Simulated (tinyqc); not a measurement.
Two-band k.p model of the X valleys of a zinc-blende crystal: one step. The matrix at one k. Two cases, with inputs chosen for the exercise.

Problem. Give P, the matrix, its levels and the weight of the lower X state in the lower band.

k along the valley axis, counted from X, c = hbar^2/2m0, e = c k^2/ml. H = [[e - D/2, i P k], [-i P k, e + D/2]] with P^2 = D0 c/ml, so E = e -/+ sqrt(D^2/4 + D0 e). For D = 0 (diamond lattice) the bands cross at X.

Constants: hbar^2/2m0 = 3.80998211 eV angstrom^2.

Give: P; H; levels; weight.

Case 1.

Values chosen (of the order of those of cubic SiC; the results hold for these values, not for the real material): D = 2.97 eV (splitting of the two conduction levels at X); D0 = 0.963 eV (coupling energy); ml = 0.443 m0 (mass along the axis from remote bands); k = 0.175 1/angstrom (wave vector from X).

Solution.

P = 2.8779 eV angstrom

H (eV):
```
[[-1.2216, 0.5036i],
 [-0.5036i, 1.7484]]
```

levels (eV): [-1.3047, 1.8315]

weight = 0.9735

Case 2.

Values chosen (of the order of those of cubic SiC; the results hold for these values, not for the real material): D = 2.903 eV (splitting of the two conduction levels at X); D0 = 1.016 eV (coupling energy); ml = 0.458 m0 (mass along the axis from remote bands); k = 0.113 1/angstrom (wave vector from X).

Solution.

P = 2.9072 eV angstrom

H (eV):
```
[[-1.3453, 0.3285i],
 [-0.3285i, 1.5577]]
```

levels (eV): [-1.3820, 1.5944]

weight = 0.9877

Computed by tinyqc, one run a case: `OMP_NUM_THREADS=1 python tinyqc.py N N+1 out.jsonl` with N = 1880397, 1880797; one thread of a shared Intel(R) Xeon(R) Processor @ 2.30GHz, about 0.01 s a run at most.
